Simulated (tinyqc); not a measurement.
What each parameter does: four-band model of biased bilayer graphene near K.

Basis A1, B1, A2, B2, with B1 below A2; p = kx + i ky, v_j = (sqrt3/2) a g_j. Diagonal -U/2, -U/2, U/2, U/2; <A1|B1> = <A2|B2> = v0 p*, <B1|A2> = g1, <A1|B2> = v3 p, <A1|A2> = <B1|B2> = -v4 p*.

Parameters, chosen for this exercise (near those used for Bernal bilayer graphene; shifted at random, so the results belong to these values and not to a real crystal): a = 2.46 angstrom (lattice constant); g0 = 3.19 eV (hopping in a layer); g1 = 0.338 eV (hopping of the dimer sites); g3 = 0 eV (skew hopping A1-B2); g4 = 0 eV (skew hopping A1-A2); U = 0.35 eV (potential difference of the layers); k = (0.032, 0.044) 1/angstrom (wave vector from K).

The four levels at k.

Results for these values:

| case | band 1 (eV) | band 2 (eV) | band 3 (eV) | band 4 (eV) |
|---|---|---|---|---|
| base | -0.6428 | -0.1890 | 0.1890 | 0.6428 |

What happens to each result for g1 = 0.3718 eV, all else kept?

Answer: band 1 falls from -0.6428 to -0.6614; band 2 rises from -0.1890 to -0.1881; band 3 falls from 0.1890 to 0.1881; band 4 rises from 0.6428 to 0.6614.

The same for each parameter in turn:

| case | band 1 (eV) | band 2 (eV) | band 3 (eV) | band 4 (eV) |
|---|---|---|---|---|
| base | -0.6428 | -0.1890 | 0.1890 | 0.6428 |
| g0 = 3.349 eV | -0.6601 | -0.2027 | 0.2027 | 0.6601 |
| g1 = 0.3718 eV | -0.6614 | -0.1881 | 0.1881 | 0.6614 |
| g3 = 0.1 eV | -0.6408 | -0.1961 | 0.1961 | 0.6408 |
| g4 = 0.05 eV | -0.6467 | -0.1851 | 0.1928 | 0.6390 |
| U = 0.4 eV | -0.6601 | -0.1788 | 0.1788 | 0.6601 |

Only g4 breaks the mirror symmetry between the upper and lower bands.

(tinyqc, `OMP_NUM_THREADS=1 python tinyqc.py 1482678 1482679 out.jsonl`, Intel(R) Xeon(R) Processor @ 2.30GHz, 1 thread, shared host, about 0.03 s.)
